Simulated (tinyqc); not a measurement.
## Thin-film transistor with exponential tail and deep states, accumulation layer: effect of the temperature

An undoped film in accumulation, thicker than the space-charge layer. With band bending psi the Fermi level lies E0 - psi below the band edge. Free electrons n = n0 exp(psi/Vt) carry the current; electrons in two exponential distributions of traps, a = a0 exp(psi/Va) and d = d0 exp(psi/Vp), do not. Linear regime, ohmic contacts, traps in equilibrium.

Va = kB Tt/q, Vp = kB Td/q; n0 = Nc exp(-E0/Vt), a0 = Nt th(T/Tt) exp(-E0/Va), d0 = Nd th(T/Td) exp(-E0/Vp), th(x) = pi x/sin(pi x). G(psi) = sum over the three kinds of c0 [V (exp(psi/V) - 1) - psi], field F = sqrt(2 q G/(eps0 eps_r)); Vg = psi + eps0 eps_r F/Ci at the surface. Total charge Q = Ci (Vg - psi_s); free charge Qf = q times the integral of n0 (exp(psi/Vt) - 1)/F over psi from 0 to psi_s; I = (W/L) mb Qf Vd; effective mobility mb Qf/Q. Nc, E0 and mb are held fixed.

Parameters, values chosen for the exercise; values close to those of an organic semiconductor: relative permittivity of the semiconductor eps_r = 3.2; density of extended states Nc = 1.2e20 cm^-3; band mobility mb = 3.4 cm^2/(V s); total density of tail states Nt = 1.2e20 cm^-3; characteristic temperature of the tail Tt = 450 K; total density of deep states Nd = 2.2e17 cm^-3; characteristic temperature of the deep states Td = 1120 K; bulk Fermi level below the band edge E0 = 0.59 eV; gate capacitance Ci = 35 nF/cm^2; ratio W/L WL = 10; drain voltage Vd = 0.2 V; gate voltage above flat band Vg = 6 V.

Constants: q = 1.602176634e-19 C, kB = 1.380649e-23 J/K, Vt = kB T/q, eps0 = 8.8541878128e-14 F/cm where lengths are in cm. Results are converted to the units shown.

Effect of the temperature:
```
T (K),E0 - psi_s (eV),Q (nC/cm^2),free share (%),effective mobility (cm^2/(V s)),I (nA)
160,0.1034,193.0,0.1355,0.004608,1.778
180,0.1058,193.1,0.3078,0.01047,4.041
200,0.1087,193.2,0.5895,0.02004,7.743
220,0.1120,193.3,0.9945,0.03381,13.07
240,0.1158,193.4,1.522,0.05173,20.01
260,0.1201,193.6,2.154,0.07325,28.35
280,0.1250,193.7,2.862,0.09732,37.70
300,0.1305,193.9,3.601,0.1224,47.49
```

As T goes from 160 to 300 K, the free share rises from 0.136 to 3.60 %, the distance of the Fermi level from the edge rises from 0.103 to 0.131 eV and the current rises from 1.78 to 47.5 nA. The apparent activation energy between the first two rows is 0.102 eV, against E0 - psi_s = 0.103 eV there. At T = 300 K the th form, which assumes a Fermi level far below the edge, overcounts the filled tail at the surface by more than 15 %.

Numbers from tinyqc (`OMP_NUM_THREADS=1 python tinyqc.py 2610147 2610148 out.jsonl`; about 0.03 s on one thread of a shared Intel Xeon 2.30GHz).
